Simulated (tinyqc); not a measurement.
Inside a calculation. Model: Born-Mayer model of an ionic crystal AB. Computed by tinyqc, a small Python program that keeps every step. Command: `OMP_NUM_THREADS=1 python tinyqc.py 3016493 3016494 out.jsonl bornmayer walk`. One thread of a shared host (Intel(R) Xeon(R) Processor @ 2.30GHz), about 0.01 s of CPU time with the checks. Intermediate numbers are printed to about 6 digits and carried at full precision; extremes and crossings named in words are read from the listed rows.

Energies are per ion pair and r is the nearest distance of unlike ions.

Inputs (values chosen for the exercise, for a model salt): ionic charge z = 1; unlike repulsion lambda = 315 eV; range rho = 0.319 angstrom; like repulsion lambda2 = 853 eV; dispersion C between like ions = 29 eV angstrom^6; pressure P = 0 GPa.

Structure: caesium chloride. Short range: with like-ion terms.

Constants: e^2/(4 pi eps_0) = 14.39964548 eV angstrom; 1 eV/angstrom^3 = 160.2176634 GPa.

## Equilibrium distance at zero pressure

Madelung constant M, unlike neighbours z1, like neighbours z2 at f r, volume per pair: rock salt 1.747565, 6, 12, sqrt2, 2 r^3; caesium chloride 1.762675, 8, 6, 2/sqrt3, 8 r^3/(3 sqrt3); zinc blende 1.638055, 4, 12, sqrt(8/3), 16 r^3/(3 sqrt3). U(r) = -M z^2 e^2/(4 pi eps_0 r) + z1 lambda exp(-r/rho) + z2 [lambda2 exp(-f r/rho) - C/(f r)^6] (one mean like-ion term for both sublattices). Newton steps on g(r) = U'(r), from r = 9 rho: r(new) = r - U'(r)/U''(r), with the move limited to 0.3 angstrom. Where U'' is negative, move 0.3 angstrom downhill. Stop when |U'| is below 1e-9.

Newton steps:
```
step  r (angstrom)  U' (eV/angstrom)  U'' (eV/angstrom^2)
1          2.87100       1.81024e+00               2.2996
2          2.57100       2.53295e-01               9.3168
3          2.54381      -1.45299e-02              10.4029
4          2.54521      -4.07869e-05              10.3446
5          2.54521      -3.23970e-10              10.3444
```

equilibrium distance r0 = 2.54521 angstrom

## Terms of the lattice energy

The formulas are those given above.

terms (eV): Coulomb -9.97240, unlike repulsion 0.86354, like repulsion 0.51042, dispersion -0.27001

lattice energy U = -8.86845 eV per pair

The short-range terms together cancel 11.1 % of the Coulomb energy.

## Bulk modulus

B = U''(r0)/(9 c r0), with the volume written as c r^3.

U''(r0) = 10.3444 eV/angstrom^2

bulk modulus B = 46.9939 GPa

## Under pressure

With the volume written as c r^3, under pressure take the root at the minimum of the enthalpy and solve U'(r) + 3 c r^2 P = 0; H = U + P V; B = (U'' - 2 U'/r)/(9 c r).

distance at P = 2.54521 angstrom

volume at P = 25.3852 angstrom^3

enthalpy at P = -8.86845 eV per pair

bulk modulus at P = 46.9939 GPa

P is zero, so these repeat the values above.

## Three structures under pressure

The formulas are those given above.

Enthalpy (eV per pair):
```
P (GPa)  rock salt  caesium chloride  zinc blende
0         -9.46686          -8.86845     -9.49659
2         -9.15311          -8.55785     -9.12773
5         -8.70272          -8.11203     -8.60493
10        -7.99368          -7.41020     -7.79314
20        -6.68595          -6.11584     -6.31970
40        -4.34990          -3.80395     -3.73453
70        -1.26166          -0.74891     -0.37257
100        1.51603           1.99703      2.61606
```

volumes at zero pressure (angstrom^3): rock salt 25.6405, caesium chloride 25.3852, zinc blende 30.3395

At zero pressure the order is zinc blende < rock salt < caesium chloride. Between 0 and 2 GPa the lowest enthalpy passes from zinc blende to rock salt. Pressure favours the denser structure, through P V. The Madelung constants, the number of repulsive contacts and the volumes (25.6, 25.4, 30.3 angstrom^3 at P = 0) all matter. Caution: rigid ions with fixed charges leave out polarisation and covalency, so such models often misplace transition pressures.

Checks made by the program: Madelung constant against an Ewald sum (relative difference 1e-07); Newton against bracketing (relative difference below 1e-10).
